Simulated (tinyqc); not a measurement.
What moves the results: phonon-assisted absorption at an indirect gap. A value that a table varies takes the place of the one given here.

alpha(E) = sum_j A_j [N_j (E - Eg + w_j)^2 + (N_j + 1)(E - Eg - w_j)^2], each bracket counted only where its base is positive; N_j = 1/(exp(w_j/kB T) - 1). The first term absorbs a phonon and the second emits one; excitons and direct transitions are left out.

Photodiode (Gaertner form with a dead layer): QE = (1 - R) exp(-alpha xj) [1 - exp(-alpha W)/(1 + alpha L)], R = ((nr - 1)/(nr + 1))^2; responsivity = QE/E in A/W for E in eV.

Constants: kB = 8.617333262e-05 eV/K.

Inputs chosen for the exercise (loosely those of SiC at room temperature; Eg is not tied to T; shifted at random, so the results belong to these values and not to a real crystal):

| symbol | value | unit | meaning |
|---|---|---|---|
| Eg | 3.277 | eV | indirect gap, held fixed unless listed |
| w | (69, 43.3) | meV | two zone-edge phonons |
| A | (3900, 250) | 1/(cm eV^2) | their strengths |
| T | 500 | K |  |
| nr | 2.82 |  | refractive index |
| xj | 0.061 | micrometre | dead layer at the surface |
| W | 0.59 | micrometre | depleted width |
| L | 14 | micrometre | minority diffusion length below it |
| E | 3.715 | eV | photon energy |

## The square root of alpha at three temperatures

The gap is held fixed, so only the phonon occupations change.

sqrt(alpha) (1/cm^(1/2)):

| E - Eg (eV) | 4 K | 150 K | 300 K |
|---|---|---|---|
| -0.04 | 0.000 | 0.126 | 0.495 |
| -0.02 | 0.000 | 0.224 | 0.854 |
| 0.00 | 0.000 | 0.327 | 1.221 |
| 0.02 | 0.000 | 0.431 | 1.591 |
| 0.04 | 0.000 | 0.536 | 1.962 |
| 0.07 | 0.427 | 0.818 | 2.564 |
| 0.10 | 2.133 | 2.307 | 3.807 |
| 0.15 | 5.332 | 5.468 | 6.862 |
| 0.20 | 8.548 | 8.690 | 10.193 |
| 0.30 | 14.986 | 15.160 | 17.036 |
| 0.45 | 24.647 | 24.880 | 27.412 |
| 0.60 | 34.309 | 34.604 | 37.825 |

Below the gap only phonon absorption acts: at E - Eg = -0.02 eV sqrt(alpha) is 0.000, 0.224 and 0.854 at 4, 150 and 300 K. A straight line through the last two rows meets the axis at E - Eg = +0.0674, +0.0662 and +0.0551 eV: the intercept is roughly a weighted mean of the thresholds, not the gap, and it moves from the emission side towards Eg as the occupations grow. At the last row alpha grows by a factor 1.22 from the lowest to the highest temperature at fixed gap.

## Spectral response

Response:

| E (eV) | wavelength (nm) | alpha (1/cm) | 1/alpha (micrometre) | dead layer | collected | QE | A/W |
|---|---|---|---|---|---|---|---|
| 3.30 | 376 | 8.97 | 1.11e+03 | 1.000 | 0.013 | 0.010 | 0.003 |
| 3.34 | 371 | 18.9 | 528 | 1.000 | 0.027 | 0.021 | 0.006 |
| 3.40 | 365 | 57.0 | 175 | 1.000 | 0.077 | 0.060 | 0.018 |
| 3.48 | 356 | 179 | 55.7 | 0.999 | 0.209 | 0.161 | 0.046 |
| 3.58 | 346 | 448 | 22.3 | 0.997 | 0.401 | 0.309 | 0.086 |
| 3.73 | 332 | 1.09e+03 | 9.17 | 0.993 | 0.629 | 0.483 | 0.129 |
| 3.93 | 315 | 2.40e+03 | 4.17 | 0.985 | 0.801 | 0.610 | 0.155 |
| 4.18 | 297 | 4.75e+03 | 2.11 | 0.971 | 0.901 | 0.677 | 0.162 |
| 4.48 | 277 | 8.63e+03 | 1.16 | 0.949 | 0.954 | 0.700 | 0.156 |
| 4.88 | 254 | 1.56e+04 | 0.641 | 0.909 | 0.983 | 0.691 | 0.142 |

QE is highest, 0.700, at 4.48 eV of those listed and the responsivity at 4.18 eV; reflection alone caps QE at 0.773. Near the gap weak absorption limits it (collected share 0.013); at the top the dead layer passes 0.909. Far above the gap the quadratic law and a constant index are only rough.

## What moves the response

At the energy E. Each row changes one parameter from the base and keeps the others.

Results:

| case | alpha (1/cm) | QE |
|---|---|---|
| base | 1013 | 0.4690 |
| Eg = 3.257 eV | 1117 | 0.4874 |
| T = 550 K | 1101 | 0.4847 |
| W = 1.18 micrometre | 1013 | 0.4864 |
| L = 7 micrometre | 1013 | 0.3448 |
| xj = 0.122 micrometre | 1013 | 0.4661 |
| nr = 2.96 | 1013 | 0.4581 |

The largest shifts from the base row, up to three for each result and ties (the steps differ in size, so this ranks the rows, not the parameters). alpha (1/cm): Eg +104, T +88.1; unchanged at the printed digits by W, L, xj and nr. QE: L -0.1242, Eg +0.0183, W +0.0174.

Computed by tinyqc, a small Python program: `OMP_NUM_THREADS=1 python tinyqc.py 1681338 1681339 out.jsonl` (the numbers bound the seed that draws the inputs); one thread of a shared host (Intel(R) Xeon(R) Processor @ 2.30GHz), about 0.01 s for the whole set of steps.
